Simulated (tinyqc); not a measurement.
Weaire-Thorpe hybrids on a Bethe lattice: gap and dangling bond of an amorphous tetrahedral solid: sweeps and comparisons. A value that a table varies takes the place of the one given here.

Four sp3 hybrids an atom at energy 0, coupled by -V1 on the atom and by -V2 along a bond; the bonds form a tree (no rings). For any network the gap runs at least from -V2 + V1 to V2 - 3 V1, and p-like states pile up at -V2 + V1 and V2 + V1. On the tree the gap is wider: it ends at Ec = -V1 + sqrt(V2^2 + 4 V1^2 - 2 sqrt3 V1 V2), which makes it well wider than the gaps of the real glasses. A branch seen from a hybrid has the self-energy S = V2^2 g, where g is the Green function of the hybrid across the bond, whose three partners carry S themselves. With a = z - V1, b = a - S: g = 1/(a + V1 b/(b + 3 V1)), z = E + i eta. A full atom has G = (1/b)(b + 3 V1)/(b + 4 V1) per hybrid; a dangling hybrid with shift dh has G = 1/(1/g - dh).

Values chosen for the exercise (of the size of tabulated hybrid energies for amorphous germanium; shifted at random, so the results belong to these values and not to a real crystal): V1 = 1.94 eV (coupling of two hybrids on one atom); V2 = 4.03 eV (coupling of the two hybrids of a bond); eta = 0.02 eV (broadening); dh = 0.35 eV (shift of the dangling hybrid (rehybridisation)); VH = 5.27 eV (coupling to a hydrogen atom); eH = -2.72 eV (hydrogen level); E1s = -3.3 eV (first energy); dE = 0.38 eV (step).

## Bulk, dangling and hydrogenated hybrids across the gap

edges (eV): Ev -2.09000, Ec(bound) -1.79000, Ec(tree) 0.11238

Thirteen energies E1s + j dE. With hydrogen the hybrid gains the self-energy VH^2/(z - eH) and dh = 0.

Density per hybrid (1/eV):

| E (eV) | bulk | dangling | with hydrogen |
|---|---|---|---|
| -3.30 | 0.0014 | 0.0005 | 0.0003 |
| -2.92 | 0.0025 | 0.0005 | 0.0003 |
| -2.54 | 0.0080 | 0.0005 | 0.0002 |
| -2.16 | 0.3005 | 0.0006 | 0.0002 |
| -1.78 | 0.0167 | 0.0008 | 0.0002 |
| -1.40 | 0.0035 | 0.0012 | 0.0002 |
| -1.02 | 0.0016 | 0.0019 | 0.0002 |
| -0.64 | 0.0010 | 0.0038 | 0.0002 |
| -0.26 | 0.0009 | 0.0134 | 0.0003 |
| 0.12 | 0.0048 | 0.8756 | 0.0011 |
| 0.50 | 0.0221 | 0.2496 | 0.0058 |
| 0.88 | 0.0285 | 0.1878 | 0.0099 |
| 1.26 | 0.0325 | 0.1587 | 0.0145 |

Between Ev = -2.09 and Ec = 0.11 eV the bulk density is a broadening tail (least 0.0009). The dangling hybrid reaches 0.013 at -0.26 eV among these rows; its level lies at 0.084 eV, and the peak there, of width eta, is far higher unless a row falls on it. With hydrogen the largest value on the rows inside the gap, more than 0.05 eV from an edge, is 0.0003, and 1/g = VH^2/(E - eH) has no root in the gap: the state has gone into a bonding level below and an antibonding one above.

## Level against rehybridisation

Root of 1/g(E) = dh for eta = 0 in the gap of the tree, between Ev = -V2 + V1 and Ec; a dash: none. A flatter atom makes the hybrid more p-like (dh > 0, up to V1), a more pyramidal one more s-like (dh < 0).

Level:

| dh (eV) | E (eV) | above Ev (eV) | weight |
|---|---|---|---|
| -3.0 | -1.5432 | 0.5468 | 0.556 |
| -2.5 | -1.2613 | 0.8287 | 0.569 |
| -2.0 | -0.9759 | 1.1141 | 0.570 |
| -1.5 | -0.6943 | 1.3957 | 0.553 |
| -1.0 | -0.4267 | 1.6633 | 0.512 |
| -0.5 | -0.1879 | 1.9021 | 0.436 |
| 0.0 | 0.0000 | 2.0900 | 0.305 |
| 0.5 | 0.1038 | 2.1938 | 0.096 |
| 1.0 | - | - | - |

A level exists for 8 of the 9 rows, from dh = -3 (0.547 eV above Ev) to 0.5 (2.194 eV); the gap of the tree is 2.202 eV. Its slope dE/d(dh) is the weight, largest at dh = -2 (0.57). A level that rises as the atom flattens is why an emptied dangling bond relaxes flat and a doubly filled one pyramidal.

## Stretching the bonds

V2 is scaled as (d0/d)^2 and V1 stays. Bound 2 V2 - 4 V1; tree V2 - 2 V1 + sqrt(V2^2 + 4 V1^2 - 2 sqrt3 V1 V2); a negative bound means that a network with rings may have no gap.

Against d/d0:

| d/d0 | V2 (eV) | V2/V1 | bound (eV) | tree (eV) |
|---|---|---|---|---|
| 0.96 | 4.373 | 2.254 | 0.986 | 2.681 |
| 0.98 | 4.196 | 2.163 | 0.632 | 2.429 |
| 1.00 | 4.030 | 2.077 | 0.300 | 2.202 |
| 1.02 | 3.874 | 1.997 | -0.013 | 2.000 |
| 1.04 | 3.726 | 1.921 | -0.308 | 1.820 |
| 1.07 | 3.520 | 1.814 | -0.720 | 1.587 |
| 1.10 | 3.331 | 1.717 | -1.099 | 1.391 |
| 1.15 | 3.047 | 1.571 | -1.665 | 1.132 |

The bound falls by 161 meV for each per cent of stretch near d0 and vanishes at d/d0 = 1.019, inside the table. Weak, stretched bonds therefore put states closest to the edges, one origin of band tails.

## What each parameter does

Ev = -V2 + V1, conduction edge of the tree -V1 + sqrt(V2^2 + 4 V1^2 - 2 sqrt3 V1 V2), and the level that solves 1/g(E) = dh for eta = 0. Each row changes one parameter from the base and keeps the others.

Results:

| case | Ev (eV) | Ec (eV) | level (eV) | weight |
|---|---|---|---|---|
| base | -2.0900 | 0.1124 | 0.0839 | 0.168 |
| V1 = 1.86 eV | -2.1700 | 0.1681 | 0.1062 | 0.240 |
| V2 = 4.18 eV | -2.2400 | 0.1661 | 0.1042 | 0.236 |
| dh = 0.25 eV | -2.0900 | 0.1124 | 0.0650 | 0.211 |

The largest shifts from the base row, up to three for each result and ties (the steps differ in size, so this ranks the rows, not the parameters). Ev (eV): V2 -0.1500, V1 -0.0800; unchanged at the printed digits by dh. Ec (eV): V1 +0.0557, V2 +0.0537; unchanged at the printed digits by dh. level (eV): V1 +0.0223, V2 +0.0203, dh -0.0190. weight: V1 +0.072, V2 +0.068, dh +0.044.

Computed by tinyqc, a small Python program: `OMP_NUM_THREADS=1 python tinyqc.py 1480545 1480546 out.jsonl` (the numbers bound the seed that draws the inputs); one thread of a shared host (Intel(R) Xeon(R) Processor @ 2.30GHz), about 0.02 s for the whole set of steps.
